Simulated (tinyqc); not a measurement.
Single-oscillator infrared dielectric function of a polar cubic crystal: one step, computed by the program tinyqc.

One ion pair, charges +Z* and -Z*, in a cell of volume Omega = a^3/4. Frequencies omega are given as wavenumbers (1/cm); eps_s is the static dielectric constant.

Problem. LO frequency and static constant from the Born charge. mu = M_A M_B/(M_A + M_B); ionic plasma term W^2 = 4 pi Z*^2 (e^2/(4 pi eps_0))/(Omega mu) in eV/(angstrom^2 u), turned into 1/cm by W = 15.6333042 x 33.35640952 x sqrt(W^2); omega_LO^2 = omega_TO^2 + W^2/eps_inf; eps_s = eps_inf + W^2/omega_TO^2; Szigeti charge 3 Z*/(eps_inf + 2); longitudinal (Callen) charge Z*/eps_inf.

Inputs (values chosen for the exercise, modelled on sodium chloride):
```
quantity,value,unit
lattice constant a,5.64,angstrom
mass M_A,22.99,u
mass M_B,35.45,u
omega_TO,161,1/cm
Born charge Z*,1.08,e
eps_inf,2.29,-
```

Structure: rock salt. Free carriers: absent.

Constants: nu for 1 eV/(angstrom^2 u) = 15.6333042 THz; 1 THz = 33.35640952 1/cm; e^2/(4 pi eps_0) = 14.39964548 eV angstrom.

Give: reduced mass mu; W; omega_LO; eps_s; Szigeti charge; Callen charge.

Solution.

reduced mass mu = 13.946 u

W = 302.92 1/cm

omega_LO = 256.89 1/cm

eps_s = 5.8299

Szigeti charge = 0.75524 e

Callen charge = 0.47162 e

omega_LO/omega_TO = 1.596; the ions supply 61 % of eps_s, as in a strongly ionic or soft-mode crystal.
